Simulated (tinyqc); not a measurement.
Ellipsoidal valleys in the axes of a wafer and a channel: one step. Masses of all valleys. Five cases, with inputs chosen for the exercise.

Task: Give mz, md, mc, mx and my.

Valleys with axes a along x, y and z, two valleys each; inverse mass tensor w = 1/mt + (1/ml - 1/mt) a a. Device axes: z = nz/|nz|, x = nx/|nx|, y = z cross x; in them a = (ax, ay, az). Confinement mass mz = 1/w_zz. In the plane w_ij is replaced by u_ij = w_ij - w_iz w_jz/w_zz (i, j = x, y); density-of-states mass md = 1/sqrt(det u); conductivity mass along x mc = 1/u_xx; ballistic transport mass mx = u_yy/det u, width mass my = 1/u_yy.

Give: Masses (m0).

Case 1.

Values chosen (near those of the Delta valleys of Si; not measured data):
- ml = 0.922 m0 (longitudinal mass)
- mt = 0.187 m0 (transverse mass)
- nz = (1, 1, 0) (surface normal (confinement))
- nx = (1, -1, 0) (channel direction)

Result:

Masses (m0):
```
valley      mz      md      mc      mx      my
x       0.3109  0.3220  0.5545  0.5545  0.1870
y       0.3109  0.3220  0.5545  0.5545  0.1870
z       0.1870  0.4152  0.1870  0.1870  0.9220
```

mz md^2 = ml mt^2 = 0.03224 for every valley, so a heavy confinement mass comes with a small density of states. The heaviest mz is 0.311, for x and y.

Case 2.

Values chosen (near those of the Delta valleys of Si; not measured data):
- ml = 0.952 m0 (longitudinal mass)
- mt = 0.19 m0 (transverse mass)
- nz = (1, 1, 2) (surface normal (confinement))
- nx = (1, 1, -1) (channel direction)

Result:

Masses (m0):
```
valley      mz      md      mc      mx      my
x       0.2192  0.3959  0.2745  0.4440  0.3530
y       0.2192  0.3959  0.2745  0.4440  0.3530
z       0.4074  0.2904  0.4440  0.4440  0.1900
```

mz md^2 = ml mt^2 = 0.03437 for every valley, so a heavy confinement mass comes with a small density of states. The heaviest mz is 0.407, for z.

Case 3.

Values chosen (near those of the Delta valleys of Si; not measured data):
- ml = 0.901 m0 (longitudinal mass)
- mt = 0.187 m0 (transverse mass)
- nz = (1, 1, 0) (surface normal (confinement))
- nx = (0, 0, 1) (channel direction)

Result:

Masses (m0):
```
valley      mz      md      mc      mx      my
x       0.3097  0.3189  0.1870  0.1870  0.5440
y       0.3097  0.3189  0.1870  0.1870  0.5440
z       0.1870  0.4105  0.9010  0.9010  0.1870
```

mz md^2 = ml mt^2 = 0.03151 for every valley, so a heavy confinement mass comes with a small density of states. The heaviest mz is 0.310, for x and y.

Case 4.

Values chosen (near those of the Delta valleys of Si; not measured data):
- ml = 0.927 m0 (longitudinal mass)
- mt = 0.192 m0 (transverse mass)
- nz = (1, 1, 1) (surface normal (confinement))
- nx = (1, -1, 0) (channel direction)

Result:

Masses (m0):
```
valley      mz      md      mc      mx      my
x       0.2610  0.3619  0.4164  0.5595  0.2340
y       0.2610  0.3619  0.4164  0.5595  0.2340
z       0.2610  0.3619  0.1920  0.1920  0.6820
```

mz md^2 = ml mt^2 = 0.03417 for every valley, so a heavy confinement mass comes with a small density of states. On this face all axes make the same angle with the normal.

Case 5.

Values chosen (near those of the Delta valleys of Si; not measured data):
- ml = 0.938 m0 (longitudinal mass)
- mt = 0.191 m0 (transverse mass)
- nz = (1, 0, 0) (surface normal (confinement))
- nx = (0, 1, 1) (channel direction)

Result:

Masses (m0):
```
valley      mz      md      mc      mx      my
x       0.9380  0.1910  0.1910  0.1910  0.1910
y       0.1910  0.4233  0.3174  0.5645  0.3174
z       0.1910  0.4233  0.3174  0.5645  0.3174
```

mz md^2 = ml mt^2 = 0.03422 for every valley, so a heavy confinement mass comes with a small density of states. The heaviest mz is 0.938, for x.

Computed by tinyqc, one run a case: `OMP_NUM_THREADS=1 python tinyqc.py N N+1 out.jsonl` with N = 1880506, 1880740, 1880789, 1881031, 1881079; one thread of a shared Intel(R) Xeon(R) Processor @ 2.30GHz, about 0.01 s a run at most.
